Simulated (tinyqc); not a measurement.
# Long-channel MOSFET, surface-potential model: effect of the temperature

n-channel transistor on a uniformly doped p-type body, gradual-channel approximation, constant mobility, Boltzmann statistics, full ionisation. Potentials are counted from the neutral body; V is the electron quasi-Fermi potential, Vsb at the source and Vsb + Vds at the drain. Charges are magnitudes per area.

Nc and Nv are given at 300 K and scale as (T/300 K)^1.5; Eg, Vfb and mu are held fixed. ni = sqrt(Nc Nv) exp(-Eg/(2 Vt)), Eg in volts; phiF = Vt ln(Na/ni); Cox = eps0 eox/tox; gamma = sqrt(2 q eps0 eps_r Na)/Cox. The surface potential psi at channel potential V solves Vgs + Vsb - Vfb - psi = gamma sqrt(G), G = psi - Vt + Vt exp((psi - 2 phiF - V)/Vt). Charge sheet: Qi = Cox gamma [sqrt(G) - sqrt(psi - Vt)]; I = mu (W/L) [integral of Qi dpsi from psi_0 to psi_L (drift) + Vt (Qi0 - QiL) (diffusion)], with psi_0 at V = Vsb and psi_L at V = Vsb + Vds. VT = Vfb + 2 phiF + gamma sqrt(2 phiF + Vsb), m = 1 + gamma/(2 sqrt(2 phiF + Vsb)). The swing is 20 mV/log10[I(VT - 0.14 V)/I(VT - 0.16 V)] of the charge-sheet current at the given Vds.

Parameters, values chosen for the exercise; material values close to those of silicon: band gap Eg = 1.11 eV; relative permittivity of the semiconductor eps_r = 11.7; conduction-band density of states at the reference temperature Nc = 2.76e19 cm^-3; valence-band density of states at the reference temperature Nv = 2.7e19 cm^-3; acceptor density of the body Na = 3.2e15 cm^-3; relative permittivity of the gate insulator eox = 7.2; insulator thickness tox = 13 nm; flat-band voltage Vfb = -0.48 V; channel mobility mu = 110 cm^2/(V s); gate width W = 2 um; gate length L = 1 um; source-body reverse bias Vsb = 0.3 V; gate-source voltage Vgs = 0.23 V; drain-source voltage Vds = 0.5 V.

Constants: q = 1.602176634e-19 C, kB = 1.380649e-23 J/K, Vt = kB T/q, eps0 = 8.8541878128e-14 F/cm where lengths are in cm. Results are converted to the units shown.

The same in every row: gamma (V^0.5) = 0.06646.

Result of one run:
```
T (K)	VT (V)	m	swing (mV/decade)	I at Vgs, Vds (uA)
250	0.3193	1.033	52.03	3.240e-5
```

What becomes of these results when the temperature T is changed from 250 to 310 K, all else the same?

Result of the changed run:
```
T (K)	VT (V)	m	swing (mV/decade)	I at Vgs, Vds (uA)
310	0.2077	1.035	65.03	0.005886
```

The whole series:
```
T (K)	VT (V)	m	swing (mV/decade)	I at Vgs, Vds (uA)
220	0.3737	1.032	45.63	9.021e-7
250	0.3193	1.033	52.03	3.240e-5
280	0.2639	1.034	58.48	5.732e-4
310	0.2077	1.035	65.03	0.005886
340	0.1505	1.036	71.68	0.03584
```

As T goes from 220 to 340 K, VT falls from 0.374 to 0.151 V, the swing rises from 45.6 to 71.7 mV a decade and the current rises from 9.02e-7 to 0.0358 uA. The swing is 1.3 % above m Vt ln 10 in the first row and 2.6 % above it in the last. The gate voltage is below VT in 3 of the 5 rows. In every row the mobility is held fixed, though a real channel mobility changes with T and would alter the trend of the current.

Computed by the program tinyqc: `OMP_NUM_THREADS=1 python tinyqc.py 2360062 2360063 out.jsonl`, one thread of a shared Intel Xeon 2.30GHz, about 0.04 s for the whole run.
